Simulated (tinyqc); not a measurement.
Single-oscillator infrared dielectric function of a polar cubic crystal: one step, computed by the program tinyqc.

One ion pair, charges +Z* and -Z*, in a cell of volume Omega = a^3/4. Frequencies omega are given as wavenumbers (1/cm); eps_s is the static dielectric constant.

Question. LO frequency and static constant from the Born charge. mu = M_A M_B/(M_A + M_B); ionic plasma term W^2 = 4 pi Z*^2 (e^2/(4 pi eps_0))/(Omega mu) in eV/(angstrom^2 u), turned into 1/cm by W = 15.6333042 x 33.35640952 x sqrt(W^2); omega_LO^2 = omega_TO^2 + W^2/eps_inf; eps_s = eps_inf + W^2/omega_TO^2; Szigeti charge 3 Z*/(eps_inf + 2); longitudinal (Callen) charge Z*/eps_inf.

Inputs (values chosen for the exercise, modelled on potassium chloride):

| quantity | value | unit |
|---|---|---|
| lattice constant a | 6.29 | angstrom |
| mass M_A | 39.1 | u |
| mass M_B | 35.45 | u |
| omega_TO | 143 | 1/cm |
| Born charge Z* | 1.11 | e |
| eps_inf | 2.15 | - |

Structure: rock salt. Free carriers: absent.

Constants: nu for 1 eV/(angstrom^2 u) = 15.6333042 THz; 1 THz = 33.35640952 1/cm; e^2/(4 pi eps_0) = 14.39964548 eV angstrom.

Give: reduced mass mu; W; omega_LO; eps_s; Szigeti charge; Callen charge.

Answer.

reduced mass mu = 18.593 u

W = 228.94 1/cm

omega_LO = 211.72 1/cm

eps_s = 4.7131

Szigeti charge = 0.80241 e

Callen charge = 0.51628 e

omega_LO/omega_TO = 1.481; the ions supply 54 % of eps_s, as in a strongly ionic or soft-mode crystal.
